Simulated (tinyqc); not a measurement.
# Ion implantation: universal nuclear stopping, Lindhard-Scharff electronic stopping and a Gaussian range profile, step by step

A worked calculation. Computed by tinyqc, a small Python program that keeps every step. Command: `OMP_NUM_THREADS=1 python tinyqc.py 3027969 3027970 out.jsonl implant walk`. One thread of a shared host (Intel(R) Xeon(R) Processor @ 2.30GHz), about 0.06 s of CPU time with the checks. Intermediate numbers are printed to about 5 digits and carried at full precision; extremes and crossings named in words are read from the listed rows.

An ion slows by elastic collisions with screened nuclei and by friction with electrons; channelling is ignored and the target is uniform.

Inputs (values chosen for the exercise, modelled on aluminium ions in germanium):
```
quantity                                 value     unit
ion atomic number Z1                        13        -
ion mass M1                                 27        u
target atomic number Z2                     32        -
target mass M2                           72.63        u
target density N                          44.2   1/nm^3
ion energy E                                65      keV
scale factor of electronic stopping k      1.2        -
dose Q                                 1.9e+12   1/cm^2
background C_B                         2.5e+16   1/cm^3
displacement energy E_d                     15       eV
tilt angle                                  45  degrees
screen thickness d                         3.4       nm
```

Follow-up: tilt and screen oxide.

## Stopping at the entry energy

Reduced energy eps = 32.53 M2 E/(Z1 Z2 (M1 + M2)(Z1^0.23 + Z2^0.23)), E in keV; s_n = ln(1 + 1.1383 eps)/(2 (eps + 0.01321 eps^0.21226 + 0.19593 eps^0.5)) for eps up to 30 and ln(eps)/(2 eps) above; S_n = 8.462 Z1 Z2 M1 s_n/((M1 + M2)(Z1^0.23 + Z2^0.23)) in 1e-15 eV cm^2. S_e = k 3.83 Z1^(7/6) Z2/(Z1^(2/3) + Z2^(2/3))^(3/2) sqrt(E/M1) in 1e-15 eV cm^2, E in keV. dE/dx = N (S_n + S_e); 1e-15 eV cm^2 = 0.1 eV nm^2.

reduced energy eps = 0.92104

s_n = 0.31953

S_n = 75.771 x 1e-15 eV cm^2

S_e = 73.770 x 1e-15 eV cm^2

energy loss dE/dx = 660.97 eV/nm

Nuclear stopping carries 51 % of the loss at entry.

## Range and straggle

Path length R = int_0^E dE'/(N (S_n + S_e)); energy lost to nuclei nu = int_0^E S_n/(S_n + S_e) dE' (both with E' = E y^3 and 64 Gauss-Legendre points in y). Estimates of Lindhard type: R_p = R/(1 + M2/(3 M1)), straggle dR_p = (2/3) R_p sqrt(M1 M2)/(M1 + M2).

path length R = 124.25 nm

projected range R_p = 65.509 nm

straggle dR_p = 19.411 nm

energy lost to nuclei nu = 40.875 keV

63 % of the energy goes to nuclei over the whole path.

## Gaussian profile

C(x) = C_p exp(-(x - R_p)^2/(2 dR_p^2)) with C_p = Q/(sqrt(2 pi) dR_p), 1 nm = 1e-7 cm; the profile falls to the background at x_j = R_p + dR_p sqrt(2 ln(C_p/C_B)); the peak atomic fraction is C_p/N.

peak concentration C_p = 3.9049e+17 1/cm^3

Depth x_j where C falls to C_B = 111.02 nm

peak atomic fraction = 8.8345e-06

## Damage

Kinchin-Pease count with efficiency 0.8: N_d = 0.8 nu/(2 E_d), taking all of nu as damage energy (an upper estimate, as recoils also lose energy to electrons). Spread over a depth R_p + dR_p, displacements per atom = Q N_d/(N (R_p + dR_p)).

displacements per ion N_d = 1090.0

displacements per atom = 0.0055175

One displacement per atom would need a dose of 3.4e14 per cm^2 if no defects annealed.

## Tilt and screen

Depths scale with cos(tilt): R_p cos and dR_p cos (lateral straggle ignored); the screen stops like the target. Fraction in the substrate = (1/2) erfc((d - R_p cos)/(sqrt2 dR_p cos)); peak depth below the screen = R_p cos - d.

fraction in the substrate = 0.99912

peak depth below the screen = 42.922 nm

0.088 % of the dose does not reach the substrate.

## Nuclear against electronic stopping over energy

The formulas are those given above.

Stopping (1e-15 eV cm^2) and range:
```
E (keV)         eps     S_n     S_e  R (nm)     nu/E
1        1.4170e-02  44.280    9.15    8.31  0.83792
2        2.8340e-02  55.750   12.94   11.99  0.82887
5        7.0849e-02  70.450   20.46   20.38  0.80679
10       1.4170e-01  79.088   28.93   31.67  0.77959
20       2.8340e-01  83.332   40.92   51.00  0.73964
50       7.0849e-01  79.167   64.70  101.13  0.65914
100      1.4170e+00  68.419   91.50  175.37  0.57153
200      2.8340e+00  53.731  129.40  307.15  0.46217
500      7.0849e+00  34.271  204.60  629.00  0.30639
```

Nuclear stopping peaks near 20 keV among these rows (eps = 0.28; the universal curve peaks near 0.3). Electronic stopping overtakes it between 50 and 100 keV. The path length grows as E^0.53 at the low end and E^0.78 at the high end; constant stopping would give E^1, and stopping that rises with E, be it nuclear (below its peak) or electronic, gives a lower exponent.

Checks made by the program: range against adaptive quadrature (relative difference 2e-06).
